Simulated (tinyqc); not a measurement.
What moves the results: parabolic quantum dot in a magnetic field (Fock-Darwin). A value that a table varies takes the place of the one given here.

Two dimensions, V = m w0^2 r^2/2, one valley. hbar wc = 2 muB B/m, W = sqrt(w0^2 + wc^2/4), E(n, l, s) = (2n + |l| + 1) hbar W - l hbar wc/2 + s gs muB B, n = 0, 1, ..., l = 0, +/-1, ..., s = +/-1/2; length lam = sqrt(2c/(m hbar W)), c = hbar^2/2m0.

Two electrons, first order in the Coulomb energy: the singlet (0,0)^2 has 2W + J0 and the lowest triplet (0,0)(0,1) has 3W - wc/2 + J0/2 - Ez, with J0 = sqrt(pi/2) q/(eps lam), q = e^2/(4 pi eps0), Ez = |gs| muB B.

Exact treatment: the centre of mass separates with energy W, and the relative motion obeys [-(2c/m) Laplacian + (2c/m) r^2/(2 lam^2)^2 + q/(eps r)] psi = e_l psi for angular number l, solved in 14 Gaussians r^l exp(-a r^2), a = 1.7^i/(4 lam^2), i = -3 to 10. E(S) = W + e_0, E(T) = W + e_1 - wc/2 - Ez.

Constants: muB = 5.788381798e-05 eV/T; hbar^2/2m0 = 3.80998211 eV angstrom^2; e^2/(4 pi eps0) = 14.39964547 eV angstrom.

Values chosen for the exercise (near those of a gate-defined dot in GaAs; the results hold for these values, not for the real material):
- m = 0.0658 m0 (mass)
- gs = -0.42 (g factor)
- w0 = 3.4 meV (confinement energy hbar w0)
- Bs = (0, 0.48, 0.97, 1.5, 2.3, 3.5, 5) T (fields)
- eps = 13.2 (dielectric constant)
- B = 3 T (magnetic field)

## Levels against field

Six orbital levels without the Zeeman term.

Levels (meV):
```
B (T)  (0,0)  (0,1)  (0,-1)   (0,2)   (1,0)   (0,3)
0      3.400  6.800   6.800  10.200  10.200  13.600
0.48   3.426  6.430   7.274   9.434  10.278  12.438
0.97   3.505  6.158   7.864   8.810  10.516  11.462
1.5    3.647  5.975   8.614   8.302  10.941  10.630
2.3    3.956  5.890   9.936   7.823  11.869   9.756
3.5    4.587  6.095  12.253   7.603  13.761   9.111
5.0    5.559  6.720  15.517   7.881  16.678   9.042
```

(0,2) crosses (0,-1) where W = 3 wc/2, that is wc = w0/sqrt(2), B = 1.37 T, and (0,3) crosses it at W = wc, B = 2.23 T. States with n = 0 and l >= 0 draw together into the lowest Landau level: their spacing W - wc/2 shrinks from 3.40 to 1.16 meV, while (0,-1) climbs to 9.96 meV above (0,0).

## Singlet against triplet in a field

For each field, first order and exact.

Energies (meV):
```
B (T)     J0  W - wc/2     Ez  E(T) - E(S), first order  exact
0      7.408     3.400  0.000                    -0.304   1.55
0.48   7.437     3.004  0.012                    -0.726   1.13
0.97   7.522     2.652  0.024                    -1.133   0.73
1.5    7.673     2.328  0.036                    -1.545   0.34
2.3    7.992     1.933  0.056                    -2.118  -0.20
3.5    8.605     1.508  0.085                    -2.879  -0.90
5.0    9.473     1.161  0.122                    -3.697  -1.64
```

Exactly, the triplet drops below the singlet between 1.5 and 2.3 T. First order has the triplet lower even at zero field, which the exact solution forbids; with J0/W = 2.18 at zero field it misses the splitting there by 1.85 meV. From the first row to the last the orbital cost falls by 2.24 meV, the Coulomb gain J0/2 (half direct, half exchange) grows by 1.03 meV and the Zeeman gain by 0.12 meV. States of higher angular number, which take over at higher fields, in soft dots already within such a table, are left out.

## What each parameter does

The two modes W +/- wc/2, lam and the exact E(T) - E(S), with q = e^2/(4 pi eps0) and Ez = |gs| muB B. Each row changes one parameter from the base and keeps the others.

Results:
```
case           upper mode (meV)  lower mode (meV)  lam (angstrom)  E(T) - E(S) (meV)
base                      6.943             1.665           164.0              -0.62
B = 4.5 T                 9.177             1.260           149.0              -1.41
w0 = 2.72 meV             6.429             1.151           174.8              -0.93
m = 0.0757 m0             6.395             1.808           156.7              -0.47
gs = -0.63                6.943             1.665           164.0              -0.66
eps = 11.2                6.943             1.665           164.0              -0.80
```

The largest shifts from the base row, up to three for each result and ties (the steps differ in size, so this ranks the rows, not the parameters). upper mode (meV): B +2.234, m -0.548, w0 -0.514; unchanged at the printed digits by gs and eps. lower mode (meV): w0 -0.514, B -0.405, m +0.143; unchanged at the printed digits by gs and eps. lam (angstrom): B -15.1, w0 +10.8, m -7.4; unchanged at the printed digits by gs and eps. E(T) - E(S) (meV): B -0.78, w0 -0.31, eps -0.18.

Computed by tinyqc, a small Python program: `OMP_NUM_THREADS=1 python tinyqc.py 1282018 1282019 out.jsonl` (the numbers bound the seed that draws the inputs); one thread of a shared host (Intel(R) Xeon(R) Processor @ 2.30GHz), about 0.06 s for the whole set of steps.
